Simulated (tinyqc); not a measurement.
# Surface potential of a MOS transistor: implicit equation and explicit approximations: what changes with what

p-type body, charge-sheet picture, depletion and inversion only, full ionisation (an idealisation for deep acceptors), Boltzmann statistics (rough once Na exp(x - xn) passes about Nc/7). In units of Vt: xg = (Vg - Vfb)/Vt, x = psi/Vt, G = gamma/sqrt(Vt), xn = (2 phiF + Vc)/Vt. The implicit equation is (xg - x)^2 = G^2 [x - 1 + exp(x - xn)] for x above about 3. Cox = eps0 eox/tox.

Parameters, values chosen for the exercise; band and dielectric values close to those of silicon:
- T = 250 K (temperature)
- Eg = 1.13 eV (band gap)
- eps_r = 11.5 (relative permittivity)
- Nc = 2.16e19 cm^-3 (conduction-band density of states at T)
- Nv = 2e19 cm^-3 (valence-band density of states at T)
- eox = 8.87 (relative permittivity of the gate insulator (close to aluminium oxide))
- tox = 5.5 nm (insulator thickness)
- Na = 9.2e16 cm^-3 (acceptor density)
- Vfb = -0.87 V (flat-band voltage)
- Vc = 1 V (channel-body voltage)
- Vg = 1.27 V (gate-body voltage)

Constants: q = 1.602176634e-19 C, kB = 1.380649e-23 J/K, Vt = kB T/q, eps0 = 8.8541878128e-14 F/cm where lengths are in cm. Results are converted to the units shown.

Each table varies one quantity; the others keep the values above.

## Accuracy of the approximations against gate voltage

ni = sqrt(Nc Nv) exp(-Eg/(2 Vt)), Eg in volts; phiF = Vt ln(Na/ni); gamma = sqrt(2 q eps0 eps_r Na)/Cox; VT = Vfb + Vt (xn + G sqrt(xn - 1)). Depletion value a = 1 + [sqrt(G^2/4 + xg - 1) - G/2]^2; inversion value b = xn + ln[(xg - xn)^2/G^2 - xn + 1] and first guess y = min(a, b) - ln(1 + exp(-|a - b|)) if a > xn + 1, else b = y = a; one second-order correction with D = exp(y - xn), p = 2 (xg - y) + G^2 (1 + D), w = (xg - y)^2 - G^2 (y - 1 + D): z = y + 2 w/(p + sqrt(p^2 - 2 (2 - G^2 D) w)), or the Newton step z = y + w/p where the root is not real. N_inv = (Cox Vt G/q) [sqrt(x - 1 + exp(x - xn)) - sqrt(x - 1)] at the root. Lambert form (Cox m Vt/q) W0[(G/(2 m sqrt(xn - 1))) exp((Vg - VT)/(m Vt))], m = 1 + G/(2 sqrt(xn - 1)). Errors under 1e-4 mV, and the linear form below VT, are printed as 0.

Results:
```
Vg (V)	psi (V)	x - xn	error of y (mV)	error of z (mV)	N_inv (cm^-2)	Cox (Vg - VT)/q (cm^-2)	Lambert form (cm^-2)
0.79	1.5119	-17.852	0	0	168.55	0	143.89
0.99	1.7027	-8.9949	1.19e-4	0	1.1143e6	0	1.0442e6
1.19	1.8932	-0.15197	0.784	0	7.2959e9	0	7.3070e9
1.39	1.9999	4.8001	20.4	6.46	7.9739e11	1.7593e12	8.3876e11
1.59	2.0299	6.1944	13.4	-1.89	2.3007e12	3.5418e12	2.4097e12
1.79	2.0471	6.9942	10.2	-0.608	3.9231e12	5.3243e12	4.0863e12
2.19	2.0690	8.0070	7.14	-0.173	7.2853e12	8.8893e12	7.5287e12
2.39	2.0768	8.3707	6.26	-0.112	8.9950e12	1.0672e13	9.2695e12
```

Estimate the missing row, Vg = 1.99 V.

Computed row:
```
Vg (V)	psi (V)	x - xn	error of y (mV)	error of z (mV)	N_inv (cm^-2)	Cox (Vg - VT)/q (cm^-2)	Lambert form (cm^-2)
1.99	2.0594	7.5634	8.36	-0.297	5.5916e12	7.1068e12	5.7986e12
```

With this row back in the table: psi rises from 1.51 to 2.08 V and ends 8.4 Vt above 2 phiF + Vc. Among the rows the first guess is off by at most 20 mV (at Vg = 1.39 V) and the corrected value by at most 6.5 mV. In the last row the linear form is 19 % above N_inv and the Lambert form 3.1 % above it; in the first row the Lambert form is 15 % below it. For Vg = 1.39, 1.59, 1.79, 1.99, 2.19, 2.39 the electron quasi-Fermi level lies less than 2 Vt below the band edge at the surface, or above it, where degeneracy and confinement, left out, matter.

## Effect of the insulator thickness at fixed gate voltage

Same model as above.

Effect of the insulator thickness at fixed gate voltage:
```
tox (nm)	psi (V)	x - xn	error of y (mV)	error of z (mV)	N_inv (cm^-2)	Cox (Vg - VT)/q (cm^-2)	Lambert form (cm^-2)
1.8	2.021	5.781	29.7	12.1	1.712e12	5.151e12	1.925e12
2.5	2.008	5.164	26.1	9.48	1.070e12	3.294e12	1.172e12
3.4	1.993	4.470	21.6	6.37	6.045e11	2.030e12	6.478e11
4.7	1.971	3.476	13.5	-0.853	2.491e11	1.059e12	2.609e11
6.4	1.937	1.899	3.30	-3.45e-3	5.519e10	3.846e11	5.639e10
8.8	1.875	-0.9904	0.532	0	3.174e9	0	3.159e9
12	1.788	-5.029	0.0128	0	5.739e7	0	5.534e7
16	1.685	-9.826	1.40e-4	0	4.882e5	0	4.447e5
```

Read the table: what changes, and by how much?

As tox goes from 1.8 to 16, psi falls from 2.02 to 1.68 V, x - xn falls from 5.78 to -9.83 and N_inv falls from 1.71e12 to 4.88e5 cm^-2. The Lambert form lies between 0.911 and 1.12 times N_inv. For tox = 1.8, 2.5, 3.4 the electron quasi-Fermi level lies less than 2 Vt below the band edge at the surface, or above it, where degeneracy and confinement, left out, matter.

Program tinyqc, `OMP_NUM_THREADS=1 python tinyqc.py 2122215 2122216 out.jsonl`; Intel Xeon 2.30GHz, shared host, one thread, about 0.01 s.
